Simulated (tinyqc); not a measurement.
## Permittivity and interlayer from two capacitances

Problem. A two-layer stack has Cox = eps0/(t1/e1 + t2/e2) and EOT = 3.9 eps0/Cox. Find e2, the EOT of layer 1 and, with e1 given, t1.

Parameters, values chosen for the exercise:
```
symbol,value,unit,meaning
e1,3.79,,relative permittivity of layer 1
```

Constants: eps0 = 8.8541878128e-14 F/cm where lengths are in cm. Results are converted to the units shown.

Cox at t2 = 2 and 8.8 nm (uF/cm^2): 1.4918971  0.97636825

Solution. EOT is linear in t2 with slope 3.9/e2, and its intercept is the EOT of layer 1.

e2 = 21.70
EOT of layer 1 = 1.955 nm
t1 = 1.900 nm

tinyqc, about 0.01 s, one thread, Intel Xeon 2.30GHz (shared host): `OMP_NUM_THREADS=1 python tinyqc.py 2010151 2010152 out.jsonl`
